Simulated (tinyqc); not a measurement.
Ballistic Schottky-barrier transistor with a two-dimensional channel, WKB contacts: barrier height from the temperature dependence.

Source Fermi level 0, drain Fermi level -Vd. Far from the contacts Ec = pn - psi, and the gate moves psi one to one; the band edges relax as exp(-x/lam) from pn at the source and pn - Vd at the drain; Ev = Ec - Eg. A carrier of energy w inside the channel band meets at a contact a barrier of height D (the contact edge beyond the channel edge): T = 1 for w >= D, else exp(-S), S = 4 lam sqrt(m/C) [sqrt(D - w) - sqrt(w) arctan sqrt((D - w)/w)], C = hbar^2/(2 m0). The two contacts combine as Ts Td/(Ts + Td - Ts Td).

I/W = g (2 q^2/h) int T(w) [N(Es + w) - N(Ed + w)] dw with w the energy of motion along the channel, N(y) = (1/2 pi) sqrt(pi m kB T/C) Fm(-y/kB T), Fm(x) = (1/sqrt(pi)) int_0^infinity u^(-1/2)/(1 + exp(u - x)) du. Electrons: Ds = psi, Dd = psi - Vd, Es = Ec, Ed = Ec + Vd. Holes: Ds = -psi, Dd = Vd - psi, Es = -Ev, Ed = -Ev - Vd. The size of each current is taken; both flow from drain to source and add. The integrals are converged. The apparent barrier is -d ln(I_e/T^1.5)/d(q/kB T), taken between T - 10 K and T + 10 K for the electron current.

Inputs (values chosen for the exercise); channel values close to those of a molybdenum disulphide layer:
```
symbol,value,unit,meaning
T,300,K,temperature
pn,0.17,eV,barrier for electrons at both contacts
mn,0.5,m0,electron mass
g,2,,valleys or subbands
lam,3.6,nm,screening length at the contacts
Vd,0.05,V,drain bias
```

Constants: q = 1.602176634e-19 C, kB = 1.380649e-23 J/K, hbar = 1.054571817e-34 J s, h = 6.62607015e-34 J s, m0 = 9.1093837015e-31 kg, Vt = kB T/q, hbar^2/(2 m0) = 0.0380998212 eV nm^2. Results are converted to the units shown.

Barrier height from the temperature dependence:
```
ps (V)  electrons (uA/um)  Ec (eV)  apparent barrier (eV)
-0.25             4.95e-5    0.420                  0.412
-0.18             7.43e-4    0.350                  0.342
-0.11              0.0111    0.280                  0.272
-0.04               0.167    0.210                  0.202
0                   0.784    0.170                  0.161
0.1                  2.61    0.070                  0.124
0.17                 5.31    0.000                  0.097
0.24                 10.6   -0.070                  0.067
0.31                 20.1   -0.140                  0.040
0.38                 35.2   -0.210                  0.019
0.45                 56.3   -0.280                  0.004
```

Read the table: what changes, and by how much?

For psi < 0 the channel edge is the highest point, and the apparent barrier follows Ec one to one (0.412 eV against 0.420). At flat band it is 0.161 eV (psi = 0 V), near pn = 0.17 eV. Beyond, the top stays at pn but tunnelling lowers the apparent value to 0.00442 eV in the last row, so only the point where the line bends gives the true barrier.

Range of the model: No scattering, image-force lowering, channel charge or band-to-band tunnelling; parabolic kappa overstates S deep in the gap.

tinyqc, about 0.1 s, one thread, Intel Xeon 2.30GHz (shared host): `OMP_NUM_THREADS=1 python tinyqc.py 2390009 2390010 out.jsonl`
